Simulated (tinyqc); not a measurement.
# Sputter depth profiling of a dopant layer: erosion rate, quantification and the mixing-roughness response, step by step

A worked calculation. Computed by tinyqc, a small Python program that keeps every step. Command: `OMP_NUM_THREADS=1 python tinyqc.py 3009594 3009595 out.jsonl sims walk`. One thread of a shared host (Intel(R) Xeon(R) Processor @ 2.30GHz), about 0.05 s of CPU time with the checks. Intermediate numbers are printed to about 7 digits and carried at full precision; extremes and crossings named in words are read from the listed rows.

A rastered ion beam erodes silicon (49.94 atoms per nm^3). The measured profile is the true one convolved with a depth response.

Inputs (values chosen for the exercise, modelled on a dopant in silicon under an oxygen or caesium beam):

| quantity | value | unit |
|---|---|---|
| beam energy E | 0.79 | keV |
| beam current | 37 | nA |
| raster side | 200 | um |
| sputter yield at 1 keV | 0.9 | - |
| mixing length at 1 keV | 1.7 | nm |
| roughness sigma | 0.62 | nm |
| depth of the top edge z0 | 44 | nm |
| box width b | 3.5 | nm |
| box concentration C | 2.9e+18 | 1/cm^3 |
| relative sensitivity factor RSF | 9.8e+20 | 1/cm^3 |
| matrix count rate | 2.8e+06 | 1/s |
| background count rate | 5.5 | 1/s |
| counting time per point | 0.5 | s |
| level that defines the junction C_B | 2e+16 | 1/cm^3 |

True profile: box.

Constants: e = 1.602176634e-19 C.

## Erosion and sensitivity

Scaling chosen for the exercise: yield Y = Y1 E^0.5, mixing length w = w1 E^0.5 (E in keV). Erosion rate = Y I/(e x raster^2 x density); depth step = rate x counting time; concentration = RSF x counts/matrix counts; detection limit = RSF x 3 sqrt(background x time)/(matrix rate x time).

yield Y = 0.7999375

mixing length w = 1.510993 nm

erosion rate = 0.09247809 nm/s

depth step = 0.04623905 nm

detection limit = 3.482456e+15 1/cm^3

Caution: with so few background counts Poisson statistics, not 3 sqrt(N), set the true limit.

## Measured shape

Mixing alone turns a layer at z0 into (1/w) exp(-(z - z0 + w)/w) for z > z0 - w; roughness adds a Gaussian of width sigma. With x = z - z0 + w: g(x) = (1/(2w)) exp(sigma^2/(2 w^2) - x/w) erfc((sigma/w - x/sigma)/sqrt2), and its integral G(x) = (1/2) erfc(-x/(sigma sqrt2)) - w g(x). Measured: C [G(x) - G(x - b)]. Find the maximum, the full width at half maximum and the deep point where the profile falls to C_B; far down, the trailing edge decays by w ln(10) per decade.

depth of the maximum = 45.44399 nm

peak concentration = 2.349914e+18 1/cm^3

full width at half maximum = 3.958172 nm

apparent junction depth = 53.47911 nm

trailing slope = 3.479190 nm/decade

The true deep edge lies at 47.5 nm, so the junction appears 5.98 nm too deep. The peak reaches 81.0 % of the true concentration.

## Moments

Convolution adds means and variances: the response has mean 0 (shift -w plus exponential mean w) and variance w^2 + sigma^2; a box adds the mean b/2 and the variance b^2/12.

centroid = 45.75 nm

standard deviation = 1.920503 nm

maximum minus centroid = -0.3060116 nm

The centroid stays at the true position while the maximum lies nearer the surface, so depth is read from the centroid.

## Points of the profile

Counts = concentration x matrix rate x time/RSF + background x time; relative noise 1/sqrt(counts). Depths are z0 - w + k (w + sigma), k = -0.5, 0, 0.5, 1, 2, 3, 5, 8, 12.

Profile:

| k | z (nm) | measured (1/cm^3) | counts | relative noise |
|---|---|---|---|---|
| -0.5 | 41.42351 | 1.805149e+16 | 2.853784e+01 | 0.1871929 |
| 0.0 | 42.48901 | 3.749296e+17 | 5.383637e+02 | 0.0430985 |
| 0.5 | 43.55450 | 1.365898e+18 | 1.954032e+03 | 0.0226222 |
| 1.0 | 44.62000 | 2.125135e+18 | 3.038658e+03 | 0.0181409 |
| 2.0 | 46.75099 | 1.641559e+18 | 2.347834e+03 | 0.0206379 |
| 3.0 | 48.88199 | 4.191320e+17 | 6.015100e+02 | 0.0407736 |
| 5.0 | 53.14397 | 2.496649e+16 | 3.841641e+01 | 0.1613398 |
| 8.0 | 59.53695 | 3.629667e+14 | 3.268524e+00 | 0.5531261 |
| 12.0 | 68.06092 | 1.287892e+12 | 2.751840e+00 | 0.6028211 |

## Beam energy: resolution against speed

Width = full width at half maximum; the apparent junction is the deep point where the profile falls to C_B; time to profile to twice z0 = 2 z0/erosion rate, at fixed current.

Measured values:

| E (keV) | w (nm) | peak (1/cm^3) | width (nm) | apparent junction (nm) | time (min) |
|---|---|---|---|---|---|
| 0.15 | 0.658407 | 2.753634e+18 | 3.597140 | 50.40698 | 36.39657 |
| 0.25 | 0.850000 | 2.669260e+18 | 3.661384 | 51.09239 | 28.19266 |
| 0.50 | 1.202082 | 2.498905e+18 | 3.807705 | 52.37302 | 19.93522 |
| 1.00 | 1.700000 | 2.262765e+18 | 4.058145 | 54.14144 | 14.09633 |
| 2.00 | 2.404163 | 1.974825e+18 | 4.469045 | 56.50225 | 9.96761 |
| 4.00 | 3.400000 | 1.661174e+18 | 5.110729 | 59.57480 | 7.04817 |
| 8.00 | 4.808326 | 1.350491e+18 | 6.066961 | 63.49004 | 4.98381 |

From the highest to the lowest energy the width goes from 6.07 to 3.60 nm, towards the floor set by roughness and the box width 3.5 nm, and the junction error from 16.0 to 2.91 nm, at 7.3 times the time. Extrapolating the tail slope to zero energy separates mixing from real diffusion. Caution: the surface transient, segregation under the beam and the growth of roughness with depth are left out, and real yields fall faster near the sputter threshold.

Checks made by the program: dose under the measured profile (relative difference below 1e-10).
